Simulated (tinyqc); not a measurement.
Inside a calculation: nanosheet or nanowire with hard walls, valleys of the Si type. Values are carried at full precision from step to step, so a last printed digit may differ when a step is redone from the rounded ones.

Six ellipsoidal valleys along the cube axes: inverse mass tensor w = 1/mt + (1/ml - 1/mt) a a^T with a the unit axis. Device axes: x along the channel, z = [001], y = z x x.

Constants: hbar^2/2m0 = 3.80998211 eV angstrom^2; hbar = 6.58211957e-16 eV s; e^2/h = 3.874045865e-05 S; kB = 8.617333262e-05 eV/K.

Inputs chosen for the exercise (near those of Si; shifted at random, so the results belong to these values and not to a real crystal):
```
symbol   value  unit      meaning
ml       0.919  m0        longitudinal mass
mt       0.189  m0        transverse mass
channel  100              transport direction x on a (001) wafer
W        150    angstrom  width, along y
H        32     angstrom  height, along z = [001]
dE       0.144  eV        EF above the lowest subband edge
T        350    K         temperature
g_all    6                number of valleys
```

## Valley masses for a [100] channel

Rotate w into the device axes and group equal valleys (|w_yz| counts); order by w_zz, then w_yy. 1/m_x = w_xx - w_xc w_c^-1 w_cx with c the block (y, z).

Valleys:
```
group  valleys g    w_yy    w_zz  |w_yz|  m_x (m0)
A              2  5.2910  1.0881  0.0000    0.1890
B              2  1.0881  5.2910  0.0000    0.1890
C              2  5.2910  5.2910  0.0000    0.9190
```

The lightest transport mass, 0.189 m0, belongs to groups A and B.

## One-dimensional subbands

Hard walls around a W x H rectangle. The block w_c of w in (y, z) confines; the transport mass follows from 1/m_x = w_xx - w_xc w_c^-1 w_cx. The cross-section problem c (w_yy ky^2 + 2 w_yz ky kz + w_zz kz^2), c = hbar^2/2m0, is solved in products sin(n pi y/W) sin(l pi z/H), n, l = 1 to 12; if w_yz = 0 the levels are c pi^2 (w_yy n^2/W^2 + w_zz l^2/H^2). The w_yz term couples (n, l) to (n', l') by -2 c w_yz D_nn'(W) D_ll'(H) with D_nm(L) = 4 n m/(L (n^2 - m^2)) for n + m odd and 0 otherwise.

The ten lowest levels of all groups together, numbered within each group.

Subbands:
```
label  valleys g  m_x (m0)  E (eV)
A1             2    0.1890  0.0488
A2             2    0.1890  0.0753
A3             2    0.1890  0.1195
A4             2    0.1890  0.1687
A5             2    0.1890  0.1814
A6             2    0.1890  0.1952
B1             2    0.1890  0.1961
B2             2    0.1890  0.2016
C1             2    0.9190  0.2031
B3             2    0.1890  0.2107
```

The lowest subband is A1; the number of further ones in the list within kB T = 30.2 meV of it at 350 K is 1.

## Modes, density and velocity at zero temperature

With EF = E_lowest + dE, each subband below EF has k_F = sqrt(m_x (EF - E)/c), carries n = 2 g k_F/pi electrons per length (spin included), moves at v = 2 c k_F/(hbar m_x) and adds 2 g e^2/h to the ballistic conductance; c = hbar^2/2m0, 1 angstrom/s = 1e-8 cm/s.

Occupied subbands:
```
label  k_F (1/angstrom)  n (1/nm)  v (1e7 cm/s)
A1               0.0845     1.076          5.18
A2               0.0763     0.972          4.68
A3               0.0603     0.768          3.69
A4               0.0346     0.440          2.12
A5               0.0237     0.302          1.45
```

total n = 3.558 1/nm
ballistic conductance = 774.8 microsiemens

EF lies below the last listed level, so the count is complete for these valleys (other families, and non-parabolicity above about 0.2 eV, are left out): 5 subbands with 10 valley modes. The Fermi velocity, averaged with the densities as weights, is 4.03 x 1e7 cm/s; the mean over all filled states moving one way is half of it.

## Threshold shift from confinement

Without degeneracy the line density is N1 exp((EF - Ec)/kB T) with N1 = sum 2 g sqrt(m_x kB T/(4 pi c)) exp(-E/kB T), here over n, l up to 80 where w_yz = 0 and over all levels of a 12 x 12 sine basis otherwise; the classical value is W H Nc with Nc = 2 g_all (m_dos kB T/(4 pi c))^(3/2), m_dos = (ml mt^2)^(1/3); dVt = kB T ln(W H Nc/N1).

Form N1, W H Nc and dVt.

N1 = 0.1383 1/nm
W H Nc = 1.650 1/nm
dVt = 74.8 mV

## Checks

- Lowest level of group A on a 40 x 40 difference grid against the sine basis, eV: both 0.049.

(tinyqc, `OMP_NUM_THREADS=1 python tinyqc.py 1251514 1251515 out.jsonl`, Intel(R) Xeon(R) Processor @ 2.30GHz, 1 thread, shared host, about 0.02 s.)
